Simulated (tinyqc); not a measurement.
Kinetic Monte Carlo and master equation for a particle on a ring of sites with traps and bias: one step, computed by the program tinyqc. Command: `OMP_NUM_THREADS=1 python tinyqc.py 3015948 3015949 out.jsonl kmc walk`. One thread of a shared host (Intel(R) Xeon(R) Processor @ 2.30GHz), about 0.09 s of CPU time with the checks.

8 sites on a ring, numbered 1 to 8. The saddle between i and i+1 lies at E0 + s b_i and site i at s eps_i; a force F tilts the landscape, with the saddle half-way.

Question. Rate table. Rates: k(i to i+1) = nu exp(-(E0 + s b_i - s eps_i - F a/2)/(k_B T)), k(i to i-1) = nu exp(-(E0 + s b_(i-1) - s eps_i + F a/2)/(k_B T)). Share right = k right/(k right + k left); mean stay = 1/(k right + k left).

Inputs (values chosen for the exercise, for a model defect): reference barrier E0 = 0.45 eV; scale factor s of the disorder = 1; attempt frequency nu = 4.2 THz; temperature T = 470 K; site spacing a = 3.9 angstrom; force F along the ring = 0.004 eV/angstrom.

Disorder: both.

site energies eps_i (eV): [-0.028, -0.11, 0, 0, 0, -0.1, -0.031, -0.11]

saddle shifts b_i between sites i and i+1 (eV): [-0.016, 0.031, 0.05, -0.056, 0.03, -0.00049, 4.2e-05, 0.03]

Constants: k_B = 8.617333262e-05 eV/K.

Give: Rates, shares of right hops and mean stays.

Answer.

Rates, shares of right hops and mean stays:
```
site  k right (1/s)  k left (1/s)  share right  mean stay (s)
1         5.661e+07     1.237e+07       0.8207      1.450e-08
2         2.342e+06     5.086e+06       0.3153      1.346e-07
3         2.215e+07     2.409e+07       0.4790      2.162e-08
4         3.034e+08     1.507e+07       0.9527      3.140e-09
5         3.630e+07     2.064e+08       0.1495      4.120e-09
6         6.524e+06     2.091e+06       0.7573      1.161e-07
7         3.538e+07     2.439e+07       0.5920      1.673e-08
8         2.401e+06     3.422e+06       0.4123      1.717e-07
```

The particle stays longest on site 8, 54.7 times as long as on the quickest site.
